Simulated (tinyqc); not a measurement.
Landau-Devonshire theory of a uniaxial ferroelectric: one step, computed by the program tinyqc.

G(P) = (alpha/2) P^2 + (beta*/4) P^4 + (gamma/6) P^6 - E P per volume, SI units, one domain, P along the polar axis, which is normal to the film.

Question. The 180-degree wall. With the term (g/2) (dP/dx)^2, (g/2) P'^2 = G(P) - G(Ps) across the wall: energy = int_(-Ps)^(Ps) sqrt(2 g [G(P) - G(Ps)]) dP (40 Gauss-Legendre points); width = 2 Ps over the slope at P = 0, sqrt(2 |G(Ps)|/g). Elastic coupling inside the wall is left out.

Inputs (values chosen for the exercise, for a model ferroelectric): Curie-Weiss temperature T0 = 790 K; gamma = 4.57e+10 J m^9/C^6; temperature T = 719 K; gradient coefficient g = 5.4e-11 J m^3/C^2.

Sample: epitaxial film.

spontaneous polarisation Ps = 37.40352 microcoulomb/cm^2

alpha = -2.798333e+08 J m/C^2

beta* = -4.393333e+09 J m^5/C^4

well depth G(Ps) = -20.21555 MJ/m^3

Give: wall energy; wall width.

Answer.

wall energy = 25.50 mJ/m^2

wall width = 0.8645 nm
